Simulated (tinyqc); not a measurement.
Finite square well with mass mismatch (envelope functions), step by step. Values are carried at full precision from step to step, so a last printed digit may differ when a step is redone from the rounded ones.

A square well of width L and depth V0, mass mw inside and mb outside, energies from the bottom of the well, c = hbar^2/2m0. k = sqrt(mw E/c), kappa = sqrt(mb (V0 - E)/c). psi and psi'/m are continuous at the walls (BenDaniel-Duke), so level n solves k L + 2 atan[(k/mw)/(kappa/mb)] = n pi.

Constants: hbar^2/2m0 = 3.80998211 eV angstrom^2.

Parameters, chosen for this exercise (near those of an InGaAs well in InAlAs; the results hold for these values, not for the real material): L = 131 angstrom (well width); V0 = 0.55 eV (barrier height); mw = 0.0408 m0 (mass in the well); mb = 0.0748 m0 (mass in the barrier); alpha_w = 1.27 1/eV (non-parabolicity in the well); alpha_b = 0.7 1/eV (non-parabolicity in the barrier).

## How many levels are bound

At E = V0 the arctangent equals pi/2, so level n is bound if k0 L > (n - 1) pi with k0 = sqrt(mw V0/c). Compare with the infinitely deep well, E1(hard) = c (pi/L)^2/mw.

k0 = 0.07674 1/angstrom
k0 L/pi = 3.2002
number of bound levels = 4
E1(hard) = 0.0537 eV

The count does not depend on mb. One more level binds at L = 163.7 angstrom.

## The lowest level by bisection

f(E) = k L + 2 atan[(k/mw)/(kappa/mb)] - pi rises with E. Twelve halvings of [0, V0]: keep the half in which f changes sign.

Bisection:
```
step  low (eV)  high (eV)  midpoint (eV)        k    kappa        f
1      0.00000    0.55000        0.27500  0.05427  0.07348   5.8367
2      0.00000    0.27500        0.13750  0.03837  0.08999   3.2122
3      0.00000    0.13750        0.06875  0.02713  0.09720   1.3589
4      0.00000    0.06875        0.03438  0.01919  0.10061   0.0444
5      0.00000    0.03438        0.01719  0.01357  0.10228  -0.8872
6      0.01719    0.03438        0.02578  0.01662  0.10145  -0.3815
7      0.02578    0.03438        0.03008  0.01795  0.10103  -0.1608
8      0.03008    0.03438        0.03223  0.01858  0.10082  -0.0565
9      0.03223    0.03438        0.03330  0.01888  0.10072  -0.0056
10     0.03330    0.03438        0.03384  0.01904  0.10067   0.0195
11     0.03330    0.03384        0.03357  0.01896  0.10069   0.0070
12     0.03330    0.03357        0.03344  0.01892  0.10071   0.0007
```

After twelve halvings the bracket is V0/4096 = 0.134 meV wide.

## Bound levels

Solve the condition for each n (six at most). With A = cos(kL/2) for even and sin(kL/2) for odd levels, the probability in the barriers is Pb = (A^2/kappa)/(A^2/kappa + L/2 +/- sin(kL)/(2k)), + for even.

Levels:
```
n  parity  E (eV)  k (1/angstrom)  kappa (1/angstrom)      Pb
1    even  0.0334         0.01892             0.10071  0.0127
2     odd  0.1344         0.03794             0.09032  0.0500
3    even  0.3028         0.05695             0.06966  0.1189
4     odd  0.5200         0.07462             0.02426  0.3708
```

The lowest level lies at 62 % of the infinite-well value and decays into the barrier over 1/kappa = 9.9 angstrom. Above about 0.5 eV (from level 4 on) a parabolic band is a rough model.

## Mass in the plane and density of states

To first order in the in-plane energy, 1/m_par = (1 - Pb)/mw + Pb/mb for each subband. Each adds a step D = m_par/(2 pi c) to the density of states per area (spin included, one valley); 1/angstrom^2 = 1e16/cm^2.

Subbands:
```
n  m_par (m0)  D (1e13/(eV cm^2))
1      0.0410               1.714
2      0.0417               1.744
3      0.0431               1.802
4      0.0491               2.050
```

## Levels with energy-dependent masses

Non-parabolic bands: mw is replaced by mw (1 + alpha_w E) and mb by mb (1 - alpha_b (V0 - E)), in k, kappa and the matching condition alike.

Solve the same condition with the energy-dependent masses, and list the shift from the parabolic levels that exist in both.

Levels:
```
n  E (eV)  mass inside  mass outside  shift (meV)
1  0.0352       0.0426        0.0478          1.8
2  0.1281       0.0474        0.0527         -6.4
3  0.2551       0.0540        0.0594        -47.7
4  0.3980       0.0614        0.0668       -122.0
5  0.5363       0.0686        0.0741            -
```

Level 1 moves by +1.8 meV and level 4 by -122.0 meV. The lighter mass deep in the barrier hardens the wall for low levels; the heavier mass in the well wins higher up. The heavier mass inside raises k at E = V0, which binds further levels (1 of them among the six at most that are listed).

## Checks

- Lowest level by finite differences (200 cells across the well) against the matching condition, eV: both 0.0334.

tinyqc: `OMP_NUM_THREADS=1 python tinyqc.py 1281042 1281043 out.jsonl`; about 0.01 s, one thread, shared Intel(R) Xeon(R) Processor @ 2.30GHz.
